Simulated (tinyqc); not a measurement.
Inside a calculation. Method: one-electron ion in a basis of Gaussians. Computed by tinyqc, a small Python program that keeps every step. Settings: Z = 1, l = 2. Command: `OMP_NUM_THREADS=1 python tinyqc.py 29744 29745 out.jsonl` (the two numbers bound the seeds that draw the settings). One thread of a shared host (Intel(R) Xeon(R) Processor @ 2.60GHz), about 0.01 s of CPU time with the checks.

## Matrices over normalised Gaussians

exponents of r^l exp(-a r^2) (1/bohr^2): 0.00477  0.01508  0.04774  0.15110  0.47830  1.51400  4.79100

Z = 1

l = 2

With p = a_i + a_j and I(k) = Gamma((k+1)/2) / (2 p^((k+1)/2)): S = I(2l+2), T = (2l+3) a_i a_j S / p, V = -Z I(2l+1), each divided by sqrt(S_ii S_jj).

S, lower triangle:
```
         1        2        3        4        5        6        7
1  1.00000
2  0.57629  1.00000
3  0.14373  0.57611  1.00000
4  0.02395  0.14371  0.57623  1.00000
5  0.00343  0.02394  0.14373  0.57617  1.00000
6  0.00047  0.00343  0.02395  0.14371  0.57618  1.00000
7  0.00006  0.00047  0.00343  0.02395  0.14378  0.57633  1.00000
```

T (hartree), lower triangle:
```
         1        2        3        4        5        6         7
1  0.01668
2  0.01461  0.05278
3  0.00436  0.04622  0.16709
4  0.00077  0.01379  0.14633  0.52885
5  0.00011  0.00245  0.04367  0.46311  1.67405
6  0.00002  0.00036  0.00776  0.13821  1.46598  5.29900
7  0.00000  0.00005  0.00114  0.02456  0.43769  4.64129  16.76850
```

V (hartree), lower triangle:
```
          1         2         3         4         5         6         7
1  -0.05875
2  -0.04886  -0.10451
3  -0.01982  -0.08690  -0.18596
4  -0.00569  -0.03526  -0.15463  -0.33083
5  -0.00144  -0.01012  -0.06274  -0.27509  -0.58860
6  -0.00035  -0.00255  -0.01801  -0.11160  -0.48943  -1.04721
7  -0.00008  -0.00062  -0.00455  -0.03205  -0.19862  -0.87090  -1.86287
```

## Generalised eigenproblem

H = T + V (hartree), lower triangle:
```
          1         2         3         4        5        6         7
1  -0.04207
2  -0.03425  -0.05173
3  -0.01546  -0.04068  -0.01887
4  -0.00492  -0.02146  -0.00830   0.19802
5  -0.00132  -0.00767  -0.01906   0.18803  1.08545
6  -0.00033  -0.00220  -0.01025   0.02661  0.97655  4.25179
7  -0.00008  -0.00057  -0.00341  -0.00749  0.23907  3.77038  14.90563
```

Solve H C = S C e through S^(-1/2); each column has its largest component positive (the first on a tie).

eigenvalues of S: 0.12511  0.23149  0.44098  0.78648  1.27356  1.83480  2.30757

eigenvalues (hartree): -0.05546  -0.03038  0.02864  0.32555  1.45468  5.38783  19.03295

coefficients:
```
         1         2         3         4         5         6         7
1  0.24296   1.13645   0.52896  -0.16410   0.06202  -0.02566   0.01084
2  0.71076  -0.65209  -1.21369   0.48978  -0.18729   0.07708  -0.03247
3  0.20716  -0.20647   1.23619  -1.05081   0.44733  -0.18301   0.07644
4  0.01992  -0.01760  -0.00634   1.36393  -0.96822   0.42029  -0.17318
5  0.00231  -0.00228   0.02173  -0.11156   1.39322  -0.92107   0.39382
6  0.00005  -0.00001  -0.00288   0.02916  -0.15446   1.38590  -0.86057
7  0.00003  -0.00003   0.00063  -0.00457   0.02779  -0.14306   1.28096
```

For Z = 1 and l = 2 the exact lowest level is -Z^2/(2 n^2) with n = l + 1: -0.055556 hartree.
